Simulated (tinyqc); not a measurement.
From one set of inputs to another, one input at a time: wafer bonding and layer transfer: bond energy, gap closing, particles, bonding of dissimilar wafers and hydrogen blisters. Computed by tinyqc, a small Python program. Command: `OMP_NUM_THREADS=1 python tinyqc.py 3027062 3027063 out.jsonl bond ladder`. One thread of a shared host (Intel(R) Xeon(R) Processor @ 2.30GHz), about 0.01 s of CPU time with the checks.

gamma is the energy per area of each of the two surfaces; plates are isotropic.

The inputs printed are set A. Inputs not listed in the table keep their values of set A, so the rows need not describe a real material.

Inputs (values chosen for the exercise, for model wafers):
```
quantity                                      value        unit
Young's modulus E1                              162         GPa
Young's modulus E2                              105         GPa
Poisson ratio nu                               0.19           -
thickness t1                                    725  micrometre
thickness t2                                    350  micrometre
blade thickness t_b                             230  micrometre
crack length L                                 21.2          mm
radius of a shallow gap R                     0.045          mm
half height of the gap h_g                      9.7          nm
expansion mismatch alpha_2 - alpha_1              2      1e-6/K
heating dT                                      300           K
implant depth d                                0.46  micrometre
hydrogen dose                                   9.5   1e16/cm^2
share of the dose released as H2               0.41           -
surface energy of the weakened plane gamma_s    1.3       J/m^2
anneal temperature T                            725           K
```

Pair: two different wafers.

Constants: k_B = 1.380649e-23 J/K.

Method:
- Two cantilevers opened by t_b: gamma = 3 t_b^2 E1 t1^3 E2 t2^3/(16 L^4 (E1 t1^3 + E2 t2^3)).
- E' = E1/(1 - nu^2), equal wafers of thickness t1 assumed. A gap of radius R closes if h_g < h_c: h_c = R^2/sqrt((2/3) E' t1^3/gamma) for R > 2 t1 (plate bending), h_c = 3.6 sqrt(R gamma/E') for R < 2 t1 (local deformation).
- M = E/(1 - nu), misfit e = (alpha_2 - alpha_1) dT. Curvature k = 6 M1 M2 t1 t2 (t1 + t2) e/[M1^2 t1^4 + M2^2 t2^4 + 2 M1 M2 t1 t2 (2 t1^2 + 3 t1 t2 + 2 t2^2)]; force per width F = k (M1 t1^3 + M2 t2^3)/(6 (t1 + t2)); at the interface s1 = F/t1 + M1 k t1/2, s2 = -F/t2 - M2 k t2/2; stored biaxial energy U = F^2 [1/(M1 t1) + 1/(M2 t2)] + k^2 (M1 t1^3 + M2 t2^3)/12; the pair can part when U > 2 gamma.
- A flat crack of radius r under a layer of thickness d, as a clamped plate: centre height w = 3 p r^4/(16 E' d^3), volume pi r^2 w/3, energy release G = 3 p^2 r^4/(32 E' d^3), E' = E1/(1 - nu^2). It grows when G = 2 gamma_s. The gas comes from the area pi r^2: p V = (dose x share/2) pi r^2 k_B T, and G = p w/2 = (3/2) N k_B T with N the H2 molecules per area. Share needed: G = 2 gamma_s. The pressure and height at growth are given for r = 10 d.

Each row keeps all changes above it:
```
input moved                                           from    to  closable height h_c (nm)  curvature (1/m)  pressure at growth (MPa)
set A                                                    -     -                     26.74           0.6634                     31.83
anneal temperature T (K)                               725   800                     26.74           0.6634                     31.83
implant depth d (micrometre)                          0.46  0.75                     26.74           0.6634                     24.93
surface energy of the weakened plane gamma_s (J/m^2)   1.3   1.2                     26.74           0.6634                     23.95
thickness t2 (micrometre)                              350   200                     11.88           0.5478                     23.95
crack length L (mm)                                   21.2  11.1                     43.35           0.5478                     23.95
blade thickness t_b (micrometre)                       230   100                     18.85           0.5478                     23.95
Young's modulus E2 (GPa)                               105  71.3                     15.56           0.4460                     23.95
```

Which inputs carry the difference?

Closable height h_c goes from 26.7 to 15.6, a factor 0.582 in all. The largest single move comes from crack length L (a factor 3.65), but it runs against the net change; the largest move in the direction of the net change is blade thickness t_b (a factor 0.435). Curvature goes from 0.663 to 0.446, a factor 0.672 in all. The largest single move comes from Young's modulus E2 (a factor 0.814). Pressure at growth goes from 31.8 to 24.0, a factor 0.752 in all. The largest single move comes from implant depth d (a factor 0.783). The single moves hold for this order of the switches; the total does not depend on the order.

Caution (all rows): on a wafer of 100 mm the sag k R^2/2 would exceed half the thickness of the pair, beyond the small-deflection theory: the plate stiffens.

Extremes, crossings and ranges named in words are read from the listed rows.
